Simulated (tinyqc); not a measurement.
## A spin-degenerate level with charging energy between two leads, rate equations: current against bias

States 0, up, down and 2 with energies 0, e1 - Ez/2, e1 + Ez/2 and 2 e1 + U. mu_L = +V/2, mu_R = -V/2 (meV), f(x) = 1/(1 + exp(x/kB T)). A transition that adds one electron of given spin at the energy E has the rate G f(E - mu) from each lead, and its reverse G [1 - f(E - mu)]. I counts electrons leaving the left lead, times q.

Transition energies: 0-up e1 - Ez/2, 0-down e1 + Ez/2, up-2 e1 + U + Ez/2, down-2 e1 + U - Ez/2. dp/dt = W p; W_ji is the rate from state i to j, and each column sums to zero. Steady state: W p = 0 with sum p = 1. I = q GL sum over transitions i-j of [fL p_i - (1 - fL) p_j].

Values chosen for this exercise:
```
symbol  value  unit                                 meaning
U        10.2   meV  charging energy of the second electron
e1      -2.65   meV                                   level
GL        1.8  1/ns            tunnel rate to the left lead
GR        0.8  1/ns           tunnel rate to the right lead
T         6.5     K                             temperature
Ez          0   meV                        Zeeman splitting
```

Constants: q = 1.602176634e-19 C, kB = 1.380649e-23 J/K, Vt = kB T/q. Results are converted to the units shown.

Result of one run:

| V (mV) | I (pA) | I (GL + GR)/(q GL GR) | mean number | p(2) |
|---|---|---|---|---|
| 16.64 | 155.7 | 1.755 | 1.215 | 0.336 |

What becomes of these results when the bias V is changed from 16.64 to 13.17 mV, all else the same?

Result of the changed run:

| V (mV) | I (pA) | I (GL + GR)/(q GL GR) | mean number | p(2) |
|---|---|---|---|---|
| 13.17 | 111.7 | 1.259 | 0.8724 | 0.0458 |

The whole series:

| V (mV) | I (pA) | I (GL + GR)/(q GL GR) | mean number | p(2) |
|---|---|---|---|---|
| 1.02 | 1.597 | 0.01799 | 0.9955 | 1.29e-6 |
| 2.76 | 8.387 | 0.09452 | 0.9851 | 5.63e-6 |
| 4.49 | 30.52 | 0.3439 | 0.9470 | 2.53e-5 |
| 6.23 | 69.23 | 0.7802 | 0.8801 | 1.11e-4 |
| 7.96 | 94.56 | 1.066 | 0.8368 | 4.93e-4 |
| 9.7 | 102.8 | 1.159 | 0.8250 | 2.28e-3 |
| 11.43 | 105.9 | 1.194 | 0.8315 | 0.0105 |
| 13.17 | 111.7 | 1.259 | 0.8724 | 0.0458 |
| 14.9 | 128.9 | 1.452 | 1.006 | 0.159 |
| 16.64 | 155.7 | 1.755 | 1.215 | 0.336 |
| 18.38 | 171.4 | 1.932 | 1.338 | 0.439 |
| 20.11 | 176.1 | 1.984 | 1.374 | 0.470 |
| 21.85 | 177.2 | 1.997 | 1.382 | 0.477 |

The scaled current rises from 0.0180 to 2.00. A transition enters the bias window when V = 2 |E|: at 5.30, 15.1 mV, each step a few kB T = 0.560 meV wide. With all four transitions inside, the scaled current tends to 2 and the mean number to 2 GL/(GL + GR) = 1.38; the last row has 2.00 and 1.38.

Range of the model: Rate equations need hbar G well below kB T; cotunnelling and the Kondo effect are left out.

Computed by the program tinyqc: `OMP_NUM_THREADS=1 python tinyqc.py 2780011 2780012 out.jsonl`, one thread of a shared Intel Xeon 2.30GHz, about 0.01 s for the whole run.
